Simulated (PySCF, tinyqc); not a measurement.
Worked calculation: coupled-perturbed Hartree-Fock on RHF in the sto-3g basis, for H4, spin multiplicity 1. The lowest restricted solution is unstable here: a spin-polarised one lies 0.0066 hartree lower (PySCF). Computed by tinyqc, a small Python program that keeps every step (integrals from PySCF). Settings: charge = 0, multiplicity = 1, basis = sto-3g, method = RHF, energy threshold = 1e-10, iteration cap = 69, orthogonalisation = symmetric, start = Wolfsberg-Helmholz matrix, DIIS depth = 6. Command: `OMP_NUM_THREADS=1 python tinyqc.py 30409 30410 out.jsonl` (the two numbers bound the seeds that draw the settings). One thread of a shared host (Intel(R) Xeon(R) Processor @ 2.60GHz), about 0.09 s of CPU time with the checks. The early iterations of the SCF are left out here.

## One-electron integrals

Geometry (angstrom):
```
atom         x         y         z
H     0.000000  0.000000  0.000000
H     0.000000  0.000000  1.108000
H     0.000000  1.579000  0.000000
H     0.000000  1.579000  1.108000
```

Basis sto-3g: exponents (1/bohr^2) and contraction coefficients of normalised primitives:
```
element  l (shell)  exponent  coefficient
H            s (1)  3.425251     0.154329
H            s (1)  0.623914     0.535328
H            s (1)  0.168855     0.444635
```

Overlap, kinetic and nuclear-attraction integrals over the contracted functions; the nuclear repulsion is the sum of Za Zb / Rab.

nuclear repulsion = 2.17412678 hartree

overlap S:
```
          1H 1s     2H 1s     3H 1s     4H 1s
1H 1s  1.000000  0.435217  0.229035  0.133808
2H 1s  0.435217  1.000000  0.133808  0.229035
3H 1s  0.229035  0.133808  1.000000  0.435217
4H 1s  0.133808  0.229035  0.435217  1.000000
```

kinetic energy T (hartree):
```
           1H 1s      2H 1s      3H 1s      4H 1s
1H 1s   0.760032   0.075999   0.003750  -0.009089
2H 1s   0.075999   0.760032  -0.009089   0.003750
3H 1s   0.003750  -0.009089   0.760032   0.075999
4H 1s  -0.009089   0.003750   0.075999   0.760032
```

nuclear attraction V (hartree):
```
           1H 1s      2H 1s      3H 1s      4H 1s
1H 1s  -2.302974  -0.934865  -0.463649  -0.278482
2H 1s  -0.934865  -2.302974  -0.278482  -0.463649
3H 1s  -0.463649  -0.278482  -2.302974  -0.934865
4H 1s  -0.278482  -0.463649  -0.934865  -2.302974
```

core Hamiltonian H = T + V (hartree):
```
           1H 1s      2H 1s      3H 1s      4H 1s
1H 1s  -1.542942  -0.858866  -0.459899  -0.287571
2H 1s  -0.858866  -1.542942  -0.287571  -0.459899
3H 1s  -0.459899  -0.287571  -1.542942  -0.858866
4H 1s  -0.287571  -0.459899  -0.858866  -1.542942
```

## Two-electron integrals

Functions are numbered as in S; the eight-fold symmetry (ij|kl) = (ji|kl) = (kl|ij) leaves the list below.

Two-electron integrals (ij|kl) in chemists' order, unique and non-zero (hartree):
```
(11|11) 0.774606   (21|11) 0.262276   (21|21) 0.118053   (22|11) 0.444302
(22|21) 0.262276   (22|22) 0.774606   (31|11) 0.120099   (31|21) 0.045083
(31|22) 0.084313   (31|31) 0.029268   (32|11) 0.059420   (32|21) 0.027726
(32|22) 0.063858   (32|31) 0.015074   (32|32) 0.009342   (33|11) 0.330058
(33|21) 0.134647   (33|22) 0.273128   (33|31) 0.120099   (33|32) 0.063858
(33|33) 0.774606   (41|11) 0.063858   (41|21) 0.027726   (41|22) 0.059420
(41|31) 0.015074   (41|32) 0.009182   (41|33) 0.059420   (41|41) 0.009342
(42|11) 0.084313   (42|21) 0.045083   (42|22) 0.120099   (42|31) 0.020733
(42|32) 0.015074   (42|33) 0.084313   (42|41) 0.015074   (42|42) 0.029268
(43|11) 0.134647   (43|21) 0.060581   (43|22) 0.134647   (43|31) 0.045083
(43|32) 0.027726   (43|33) 0.262276   (43|41) 0.027726   (43|42) 0.045083
(43|43) 0.118053   (44|11) 0.273128   (44|21) 0.134647   (44|22) 0.330058
(44|31) 0.084313   (44|32) 0.059420   (44|33) 0.444302   (44|41) 0.063858
(44|42) 0.120099   (44|43) 0.262276   (44|44) 0.774606
```

## Orthogonalisation

S = U s U^T; symmetric (Loewdin) form X = U s^(-1/2) U^T, so that X^T S X = 1.

eigenvalues of S: 0.469555  0.660010  1.072374  1.798061

X:
```
           1H 1s      2H 1s      3H 1s      4H 1s
1H 1s   1.100417  -0.244706  -0.112086   0.002132
2H 1s  -0.244706   1.100417   0.002132  -0.112086
3H 1s  -0.112086   0.002132   1.100417  -0.244706
4H 1s   0.002132  -0.112086  -0.244706   1.100417
```

## Iteration 2 (converged): orbitals

converged F (hartree):
```
           1H 1s      2H 1s      3H 1s      4H 1s
1H 1s  -0.223851  -0.442974  -0.170805  -0.141901
2H 1s  -0.442974  -0.223851  -0.141901  -0.170805
3H 1s  -0.170805  -0.141901  -0.223851  -0.442974
4H 1s  -0.141901  -0.170805  -0.442974  -0.223851
```

Diagonalise F' = X^T F X, C = X C', fill 2 alpha and 2 beta electrons from the bottom; D = 2 C_occ C_occ^T. Each column has its largest component positive (the first on a tie).

F' = X^T F X (hartree):
```
           1          2          3          4
1  -0.014642  -0.422853  -0.113640   0.006365
2  -0.422853  -0.014642   0.006365  -0.113640
3  -0.113640   0.006365  -0.014642  -0.422853
4   0.006365  -0.113640  -0.422853  -0.014642
```

orbital energies (hartree): MO1 -0.544770, MO2 -0.330220, MO3 0.288205, MO4 0.528216

coefficients C:
```
            MO1        MO2        MO3        MO4
1H 1s  0.372879   0.482833   0.615453   0.729670
2H 1s  0.372879   0.482833  -0.615453  -0.729670
3H 1s  0.372879  -0.482833   0.615453  -0.729670
4H 1s  0.372879  -0.482833  -0.615453   0.729670
```

D after iteration 2:
```
           1H 1s      2H 1s      3H 1s      4H 1s
1H 1s   0.744333   0.744333  -0.188178  -0.188178
2H 1s   0.744333   0.744333  -0.188178  -0.188178
3H 1s  -0.188178  -0.188178   0.744333   0.744333
4H 1s  -0.188178  -0.188178   0.744333   0.744333
```

## Convergence

Stop when the energy changes by less than 1e-10 hartree and every element of the error matrix X^T (F D S - S D F) X is below 3e-06.

Course of the cycle:
```
iteration  E (hartree)    change  largest element of the error matrix
1          -1.99503657         -                             5.61e-16
2          -1.99503657  1.78e-15                             4.60e-16
```

PySCF RHF in the same basis = -1.99503657 hartree

Converged in 2 iterations.

## Integrals over molecular orbitals

(pq|rs) = sum C_ip C_jq C_kr C_ls (ij|kl), one index at a time.

one-electron integrals over orbitals h = C^T H C (hartree):
```
           1          2          3          4
1  -1.751486   0.000000   0.000000   0.000000
2   0.000000  -1.542687   0.000000   0.000000
3   0.000000   0.000000  -1.297563   0.000000
4   0.000000   0.000000   0.000000  -1.089857
```

Two-electron integrals over orbitals (pq|rs), unique and non-zero (hartree):
```
(11|11) 0.457616   (21|21) 0.160925   (22|11) 0.455013   (22|22) 0.463367
(31|31) 0.115326   (32|32) 0.090404   (33|11) 0.447366   (33|22) 0.448383
(33|33) 0.455569   (41|32) 0.088306   (41|41) 0.086299   (42|31) 0.119713
(42|42) 0.129663   (43|21) 0.161954   (43|43) 0.177595   (44|11) 0.454323
(44|22) 0.462694   (44|33) 0.464018   (44|44) 0.478998
```

## Response to a field: uncoupled start

dipole integrals <a|z|i> (bohr):
```
           i1         i2
a3  -1.181124   0.000000
a4   0.000000  -1.137435
```

Field along z; U_ai = -mu_ai / (e_a - e_i), alpha = -4 sum U_ai mu_ai.

uncoupled U:
```
          i1        i2
a3  1.417958  0.000000
a4  0.000000  1.325009
```

uncoupled polarisability = 12.727583 bohr^3

## Coupled step 1

U_ai = -(mu_ai + sum_bj [4 (ai|bj) - (ab|ij) - (aj|bi)] U_bj) / (e_a - e_i); alpha = -4 sum U_ai mu_ai.

U after step 1:
```
          i1        i2
a3  1.226930  0.000000
a4  0.000000  1.061188
```

polarisability = 10.624756 bohr^3

## Coupled step 2

As before.

U after step 2:
```
          i1        i2
a3  1.276078  0.000000
a4  0.000000  1.089405
```

polarisability = 10.985336 bohr^3

## Coupled polarisability

Repeat until U stops changing; compare with -d2E/dF2.

Course of the coupled iterations:
```
step  alpha (bohr^3)
0          12.727583
1          10.624756
2          10.985336
3          10.928492
4          10.939275
5          10.937953
6          10.938354
7          10.938354
8          10.938380
9          10.938385
10         10.938387
11         10.938388
12         10.938389
13         10.938389
14         10.938389
15         10.938389
16         10.938389
17         10.938389
```

coupled polarisability = 10.938389 bohr^3

finite-field check, fields of +/-0.001 au = 10.938382 bohr^3
